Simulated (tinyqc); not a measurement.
Worked calculation: geometry optimisation on the RHF/6-31g surface (energies and gradients from PySCF), for H4, spin multiplicity 1. One step of it, computed by the program tinyqc.

Task: Step 1: move. Quasi-Newton step p = -H^(-1) g (first H = 0.6 times the unit matrix); steps longer than 0.5 bohr are cut back.

positions at the start (bohr):
```
,x,y,z
1H,-0.085038,0.064251,-0.020787
2H,-0.054802,0.028346,1.455089
3H,-0.032125,2.197751,-0.069920
4H,0.024566,2.229877,1.441861
```

gradient (hartree/bohr):
```
,x,y,z
1H,0.00238678,0.12596348,-0.06038644
2H,0.00516370,0.12238268,0.05634204
3H,-0.00610282,-0.12662492,-0.06449964
4H,-0.00144766,-0.12172124,0.06854404
```

Give: positions after step 1.

Result:

positions after step 1 (bohr):
```
,x,y,z
1H,-0.089,-0.146,0.080
2H,-0.063,-0.176,1.361
3H,-0.022,2.409,0.038
4H,0.027,2.433,1.328
```
